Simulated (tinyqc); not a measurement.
Solid solubility of a dopant against its melt (retrograde solidus), clustering and the electrically active fraction: one step, computed by the program tinyqc. Command: `OMP_NUM_THREADS=1 python tinyqc.py 3017515 3017516 out.jsonl retro walk`. One thread of a shared host (Intel(R) Xeon(R) Processor @ 2.30GHz), about 0.01 s of CPU time with the checks.

Task: Liquidus and solidus at T. x_l and x_s are atom fractions of the dopant in melt and solid; the solid is dilute. Liquidus of the host: R T ln(1 - x_l) + L x_l^2 = -H_f (1 - T/T_m). Distribution: k = x_s/x_l = exp[L (1 - x_l)^2/(R T)] exp(S/k_B - H/(k_B T)), the first factor being the activity coefficient in the melt. Solubility = x_s N0; at T_m x_l = 0.

Inputs (values chosen for the exercise, of the order of those of antimony in silicon for the solubility):
```
quantity                                   value    unit
melting point of the host T_m               1687       K
heat of melting of the host H_f             50.2  kJ/mol
interaction L of the melt                      3  kJ/mol
enthalpy of transfer from melt to solid H  0.775      eV
entropy of transfer S                       1.36     k_B
site density N0                            5e+22  1/cm^3
temperature T                               1003       K
```

Constants: R = 8.314462618 J/(mol K); k_B = 8.617333262e-05 eV/K.

Give: x_l; distribution coefficient k; x_s; solubility; k at the melting point.

Result:

x_l = 0.9365

distribution coefficient k = 4.979e-04

x_s = 4.662e-04

solubility = 2.331e+19 1/cm^3

k at the melting point = 0.02335

k has changed by a factor 0.021 from its value at T_m, while x_l has grown from 0 to 0.936.
